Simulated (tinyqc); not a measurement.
Photoconductance decay in a wafer: bulk and surface recombination modes, and iron detection by pair splitting: one step, computed by the program tinyqc. Command: `OMP_NUM_THREADS=1 python tinyqc.py 3112419 3112420 out.jsonl pcd walk`. One thread of a shared host (Intel(R) Xeon(R) Processor @ 2.30GHz), about 0.01 s of CPU time with the checks.

Both faces of the wafer have the same S; injection is low and all coefficients are constant. x runs from -W/2 to W/2.

Problem. Decay rates of the even modes. Even modes cos(a x) obey b tan b = S W/(2 D) with b = a W/2, odd modes sin(a x) obey -b cot b = S W/(2 D); each decays at the rate 1/tau_b + D a^2.

Inputs (values chosen for the exercise, modelled on p-type silicon):
```
quantity                          value         unit
thickness W                         200   micrometre
diffusivity D                      22.8       cm^2/s
bulk lifetime tau_b without iron     20  microsecond
surface recombination velocity S  26000         cm/s
```

Give: the table «The first four even modes: b, surface rate and decay time» with the columns b_n, surface rate D a^2 (1/s), decay time (microsecond), for n = 0, 1, 2, 3.

Solution.

The first four even modes: b, surface rate and decay time:
```
n    b_n  surface rate D a^2 (1/s)  decay time (microsecond)
0   1.44                 4.759e+05                     1.901
1   4.35                 4.311e+06                     0.229
2   7.29                 1.210e+07                     0.082
3  10.26                 2.401e+07                     0.042
```
